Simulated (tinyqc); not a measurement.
Inside a calculation. Model: classical Heisenberg spin chain: exact results, Metropolis, heat-bath and over-relaxation steps, and a Monte Carlo run. Computed by tinyqc, a small Python program that keeps every step. Command: `OMP_NUM_THREADS=1 python tinyqc.py 3130410 3130411 out.jsonl heismc walk`. One thread of a shared host (Intel(R) Xeon(R) Processor @ 2.30GHz), about 0.2 s of CPU time with the checks. Intermediate numbers are printed to about 5 digits and carried at full precision; extremes and crossings named in words are read from the listed rows.

E = -J sum_i s_i . s_(i+1) for unit vectors s_i on an open chain; K = J/(k_B T).

Inputs (values chosen for the exercise, for a model chain of large moments): coupling J = 36 meV; temperature T = 551 K; moment mu = 2 mu_B; length N of the open chain = 12; seed = 691991.

Update: heat bath with over-relaxation.

Constants: k_B = 8.617333262e-05 eV/K; mu_B = 5.7883818060e-05 eV/T.

## Exact results

Each bond angle is independent, so u = <s_i . s_(i+1)> = coth K - 1/K, <s_i . s_(i+n)> = u^n, correlation length xi = -1/ln|u|, energy per bond -J u, heat capacity per bond c/k_B = 1 - K^2/sinh^2 K, and for the long chain chi = mu^2 (1 + u)/(3 k_B T (1 - u)) per spin.

K = 0.75819

u = 0.24355

xi = 0.70799 sites

energy per bond = -8.7677 meV

heat capacity = 0.17145 k_B/bond

chi over the Curie value = 1.6439

chi = 0.0026721 mu_B/T per spin

## Finite chain

For N spins, <|sum s|^2>/N = (1 + u)/(1 - u) - 2 u (1 - u^N)/(N (1 - u)^2); the long chain has (1 + u)/(1 - u), chi over the Curie value, and the difference is relative to it.

<|sum s|^2>/N = 1.5730

difference from the long chain = -4.3150 %

## Four single-spin steps

four neighbouring spins (rows; components x, y, z):
```
[[0.2608, 0.8449, 0.4671],
 [-0.7341, -0.3410, 0.5873],
 [0.1049, -0.6200, -0.7775],
 [0.3457, 0.2242, 0.9111]]
```

random numbers, one row a step:
```
[[0.7713, 0.9370, 0.8807],
 [0.1863, 0.7748, 0.6092],
 [0.4083, 0.9496, 0.6990],
 [0.9850, 0.5870, 0.5593]]
```

The given spins are first normalised. Spins 2 and 3 are updated in turn, with h = K (sum of the two neighbours). Heat bath: cos(theta) = 1 + ln(1 - r1 (1 - exp(-2 |h|)))/|h| about n = h/|h|, azimuth 2 pi r2 = phi in the frame a = n x z/|n x z|, b = n x a: s = n cos(theta) + sin(theta)(a cos(phi) + b sin(phi)); r1, r2 are the first two numbers of the row. Steps 2 and 4 are reflections, s -> 2 (s . h) h/|h|^2 - s, which keep the energy and use no random number.

Steps:
```
spin     |h|  h . s before  h . s after        move         x         y        z
2     0.4017      -0.39989     -0.15326   heat bath   0.36124  -0.77907  0.51240
3     1.2764      -0.52214     -0.52214  reflection  -0.44847   0.88968  0.08572
2     1.3876      -0.86122      0.90497   heat bath   0.65698   0.62471  0.42203
3     1.4191       0.31834      0.31834  reflection   0.68880  -0.68620  0.23382
```

## A run and its error bars

From the ordered state (alternating for J < 0), with each spin drawn from exp(h . s), h = K x sum of neighbours, 200 sweeps are discarded and 1600 recorded (even and odd sites in turn, each heat-bath sweep followed by two sweeps of reflections; random numbers not printed, so these rows are one sample). Errors are the scatter of block means over sqrt(number of blocks).

Blocking:
```
block length  mean bond product      error  <|sum s|^2>/N     error
1                       0.24267  0.0040816         1.5711  0.029307
4                       0.24267  0.0040539         1.5711  0.030914
16                      0.24267  0.0040991         1.5711  0.030513
40                      0.24267  0.0044444         1.5711  0.031975
80                      0.24267  0.0041261         1.5711  0.034168
```

With blocks of 40 the bond product is 0.2 error bars from the exact u = 0.2435, and <|sum s|^2>/N is 0.1 from the exact 1.573. Blocking to 40 changes the two errors by factors 1.1 and 1.1.

Checks made by the program: c against a difference of the energy (relative difference 2e-10).
